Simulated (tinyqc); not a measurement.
## Mass and degeneracy from charge and saturation current

Inverse problem. At high drain voltage only states moving towards the drain are filled: n = (N0/2) F_0(eta), N0 = gv m kB T/(pi hbar^2), F_0(x) = ln(1 + exp x), and I = q (N0/2) vT F_(1/2)(eta) per width, vT = sqrt(2 kB T/(pi m)), F_(1/2)(x) = (2/sqrt(pi)) int_0^infinity u^(1/2)/(1 + exp(u - x)) du. Find eta and m.

Inputs (values chosen for the exercise):

| symbol | value | unit | meaning |
|---|---|---|---|
| T | 200 | K | temperature |
| gv | 1 |  | valley degeneracy |

Constants: q = 1.602176634e-19 C, kB = 1.380649e-23 J/K, hbar = 1.054571817e-34 J s, m0 = 9.1093837015e-31 kg. Results are converted to the units shown.

n = 1.7586180e11 cm^-2
I = 67.840668 uA/um

Answer. The mass drops out of I^2/(q^2 n) = gv (kB T)^2 F_(1/2)^2/(pi^2 hbar^2 F_0), which rises with eta and so fixes it; n then gives m.

eta = 0.6700
m = 0.04510 m0

Numbers from tinyqc (`OMP_NUM_THREADS=1 python tinyqc.py 2400169 2400170 out.jsonl`; about 0.01 s on one thread of a shared Intel Xeon 2.30GHz).
